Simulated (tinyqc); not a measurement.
Thin-film transistor with exponential tail and deep states, accumulation layer: two steps of the calculation.

An undoped film in accumulation, thicker than the space-charge layer. With band bending psi the Fermi level lies E0 - psi below the band edge. Free electrons n = n0 exp(psi/Vt) carry the current; electrons in two exponential distributions of traps, a = a0 exp(psi/Va) and d = d0 exp(psi/Vp), do not. Linear regime, ohmic contacts, traps in equilibrium.

Values chosen for this exercise; values close to those of amorphous indium gallium zinc oxide: temperature T = 270 K; relative permittivity of the semiconductor eps_r = 10; band mobility mb = 16 cm^2/(V s); characteristic temperature of the tail Tt = 350 K; characteristic temperature of the deep states Td = 2160 K; gate capacitance Ci = 20 nF/cm^2; ratio W/L WL = 10; drain voltage Vd = 0.2 V; gate voltage above flat band Vg = 22 V.

Constants: q = 1.602176634e-19 C, kB = 1.380649e-23 J/K, Vt = kB T/q, eps0 = 8.8541878128e-14 F/cm where lengths are in cm. Results are converted to the units shown.

Problem 1. Surface potential by Newton steps. Va = kB Tt/q, Vp = kB Td/q. G(psi) = sum over the three kinds of c0 [V (exp(psi/V) - 1) - psi], field F = sqrt(2 q G/(eps0 eps_r)); Vg = psi + eps0 eps_r F/Ci at the surface. f = psi + eps0 eps_r F/Ci - Vg, f' = 1 + q rho/(Ci F) with rho = sum c0 (exp(psi/V) - 1); psi(new) = psi - f/f'.

psi at the start = 0.66 V
n0 = 1.5206743e7 cm^-3
a0 = 3.0918393e10 cm^-3
d0 = 2.2458334e15 cm^-3

Find: F; f; f'; psi after iteration 1.

Solution 1.

F = 1160.9 kV/cm
f = 30.056 V
f' = 900.73
psi after iteration 1 = 0.62663 V

Problem 2. Free and total charge, current. Total charge Q = Ci (Vg - psi_s); free charge Qf = q times the integral of n0 (exp(psi/Vt) - 1)/F over psi from 0 to psi_s; I = (W/L) mb Qf Vd; effective mobility mb Qf/Q.

psi_s = 0.609241487 V
n0 = 1.52067426e7 cm^-3
a0 = 3.09183928e10 cm^-3
d0 = 2.24583335e15 cm^-3

Give: surface densities; Q; Qf; effective mobility; I.

Solution 2.

surface densities (cm^-3): free 3.5813e18, tail 1.8319e19, deep 5.9276e16
Q = 427.82 nC/cm^2
Qf = 44.445 nC/cm^2
effective mobility = 1.6622 cm^2/(V s)
I = 1422.2 nA

Numbers from tinyqc (`OMP_NUM_THREADS=1 python tinyqc.py 2610123 2610124 out.jsonl`; about 0.02 s on one thread of a shared Intel Xeon 2.30GHz).
